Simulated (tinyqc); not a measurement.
From results back to parameters: cyclotron resonance of ellipsoidal valleys, Ge type. Three cases, with inputs chosen for the exercise.

Problem. The cyclotron masses of the valleys [111] and [11-1] at this angle were computed from hidden ml and mt.

Valleys along [111], [-111], [1-11], [11-1], mass ml along the axis and mt across it. B lies in the (1-10) plane, b = (sin(theta)/sqrt2, sin(theta)/sqrt2, cos(theta)). For the angle phi between B and the axis, 1/mc^2 = cos^2(phi)/mt^2 + sin^2(phi)/(mt ml). Resonance: h nu = 2 muB B/mc, h = 2 pi hbar.

Find: X = 1/mt^2; Y = 1/(mt ml); mt; ml.

Case 1.

Values chosen (out of a larger set: near those of Ge; not measured data): theta = 19 degrees (angle of B from [001] towards [110]).

mc of [111] = 0.102149 m0
mc of [11-1] = 0.237332 m0

Solution.

X = 1/mt^2 = 141.72
Y = 1/(mt ml) = 7.202
mt = 0.084 m0
ml = 1.65 m0

With cos^2(phi) = 0.6589 and 0.0784, the two values of 1/mc^2 are linear equations for X and Y; mt = 1/sqrt(X), ml = sqrt(X)/Y.

Case 2.

Values chosen (out of a larger set: near those of Ge; not measured data): theta = 26 degrees (angle of B from [001] towards [110]).

mc of [111] = 0.096178 m0
mc of [11-1] = 0.305636 m0

Solution.

X = 1/mt^2 = 138.41
Y = 1/(mt ml) = 7.307
mt = 0.085 m0
ml = 1.61 m0

With cos^2(phi) = 0.7689 and 0.0259, the two values of 1/mc^2 are linear equations for X and Y; mt = 1/sqrt(X), ml = sqrt(X)/Y.

Case 3.

Values chosen (out of a larger set: near those of Ge; not measured data): theta = 18 degrees (angle of B from [001] towards [110]).

mc of [111] = 0.097215 m0
mc of [11-1] = 0.215603 m0

Solution.

X = 1/mt^2 = 160.23
Y = 1/(mt ml) = 8.114
mt = 0.079 m0
ml = 1.56 m0

With cos^2(phi) = 0.6422 and 0.0881, the two values of 1/mc^2 are linear equations for X and Y; mt = 1/sqrt(X), ml = sqrt(X)/Y.

Computed by tinyqc, one run a case: `OMP_NUM_THREADS=1 python tinyqc.py N N+1 out.jsonl` with N = 1250962, 1251013, 1251203; one thread of a shared Intel(R) Xeon(R) Processor @ 2.30GHz, about 0.01 s a run at most.
